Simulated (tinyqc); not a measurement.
What moves the results: four-band model of biased bilayer graphene near K. A value that a table varies takes the place of the one given here.

Basis A1, B1, A2, B2, with B1 below A2; p = kx + i ky, v_j = (sqrt3/2) a g_j. Diagonal -U/2, -U/2, U/2, U/2; <A1|B1> = <A2|B2> = v0 p*, <B1|A2> = g1, <A1|B2> = v3 p, <A1|A2> = <B1|B2> = -v4 p*.

Parameters, chosen for this exercise (near those used for Bernal bilayer graphene; not measured data): a = 2.46 angstrom (lattice constant); g0 = 3.17 eV (hopping in a layer); g1 = 0.3 eV (hopping of the dimer sites); g3 = 0 eV (skew hopping A1-B2); g4 = 0 eV (skew hopping A1-A2); U = 0.05 eV (potential difference of the layers); k = (-0.011, 0.025) 1/angstrom (wave vector from K).

## Gap against bias

Closed form for g3 = g4 = 0: gap U g1/sqrt(U^2 + g1^2), ring radius as (U/2 v0) sqrt((2 g1^2 + U^2)/(g1^2 + U^2)). Last column: lowest band 3 less highest band 2 of the full matrix on a polar grid, |k| = 0 to 0.08 in steps of 0.001 1/angstrom, angles 0, 15, 30, 45, 60 degrees.

Gap:
```
U (eV)  gap (eV)  kg (1/angstrom)  gap/U  gap on the grid (eV)
0.02      0.0200           0.0021  0.998                0.0200
0.05      0.0493           0.0052  0.986                0.0493
0.10      0.0949           0.0102  0.949                0.0949
0.15      0.1342           0.0149  0.894                0.1342
0.20      0.1664           0.0193  0.832                0.1664
0.30      0.2121           0.0272  0.707                0.2121
0.40      0.2400           0.0345  0.600                0.2401
0.60      0.2683           0.0487  0.447                0.2684
```

The gap follows U while U << g1 (ratio 0.986 at 0.05 eV) and bends towards g1 = 0.3 eV, reaching 0.268 eV at 0.6. Grid and formula agree within 0.07 meV. U is the screened difference, smaller than the applied field times the layer distance.

## From parabola to cone

U = 0, along kx. Parabola: v0^2 k^2/g1. Hyperbola: sqrt(g1^2/4 + v0^2 k^2) - g1/2. Then bands 3 and 2 of the full matrix for +kx and band 3 for -kx.

Energies (eV):
```
k (1/angstrom)  parabola  hyperbola  band 3, +kx  band 2, +kx  band 3, -kx
0.002             0.0006     0.0006       0.0006      -0.0006       0.0006
0.005             0.0038     0.0038       0.0038      -0.0038       0.0038
0.010             0.0152     0.0145       0.0145      -0.0145       0.0145
0.020             0.0608     0.0519       0.0519      -0.0519       0.0519
0.030             0.1368     0.1021       0.1021      -0.1021       0.1021
0.050             0.3801     0.2195       0.2195      -0.2195       0.2195
0.080             0.9730     0.4107       0.4107      -0.4107       0.4107
0.120             2.1892     0.6742       0.6742      -0.6742       0.6742
```

The parabola is 5 % above the hyperbola at 0.01 and a factor 3.25 at 0.12 1/angstrom, where the slope nears v0. With g3 = g4 = 0 the hyperbola is exact, the bands are isotropic and mirror images.

## What each parameter does

The four levels at k. Each row changes one parameter from the base and keeps the others.

Results:
```
case           band 1 (eV)  band 2 (eV)  band 3 (eV)  band 4 (eV)
base               -0.3893      -0.0879       0.0879       0.3893
g0 = 3.329 eV      -0.3966      -0.0949       0.0949       0.3966
g1 = 0.33 eV       -0.4139      -0.0831       0.0831       0.4139
g3 = 0.1 eV        -0.3903      -0.0835       0.0835       0.3903
g4 = 0.05 eV       -0.3916      -0.0857       0.0902       0.3871
U = 0.1 eV         -0.3939      -0.0886       0.0886       0.3939
```

The largest shifts from the base row, up to three for each result and ties (the steps differ in size, so this ranks the rows, not the parameters). band 1 (eV): g1 -0.0246, g0 -0.0073, U -0.0046. band 2 (eV): g0 -0.0070, g1 +0.0048, g3 +0.0044. band 3 (eV): g0 +0.0070, g1 -0.0048, g3 -0.0044. band 4 (eV): g1 +0.0246, g0 +0.0073, U +0.0046. Only g4 breaks the mirror symmetry between the upper and lower bands.

Computed by tinyqc, a small Python program: `OMP_NUM_THREADS=1 python tinyqc.py 1450395 1450396 out.jsonl` (the numbers bound the seed that draws the inputs); one thread of a shared host (Intel(R) Xeon(R) Processor @ 2.30GHz), about 0.03 s for the whole set of steps.
